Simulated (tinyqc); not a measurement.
Inside a calculation. Method: plane-wave Kohn-Sham cycle with exchange-only LDA in a layered model solid. One step of it, computed by the program tinyqc.

Problem. Iteration 1: levels at that k. Diagonalise the Hermitian matrix.

H (hartree):
```
,-2,-1,+0,+1,+2
-2,0.332085,-0.095000,0.000000,0.000000,0.000000
-1,-0.095000,-0.086089,-0.095000,0.000000,0.000000
+0,0.000000,-0.095000,-0.225480,-0.095000,0.000000
+1,0.000000,0.000000,-0.095000,-0.086089,-0.095000
+2,0.000000,0.000000,0.000000,-0.095000,0.332085
```

Give: eigenvalues.

Solution.

eigenvalues (hartree): -0.3111  -0.1067  -0.0226  0.3527  0.3541
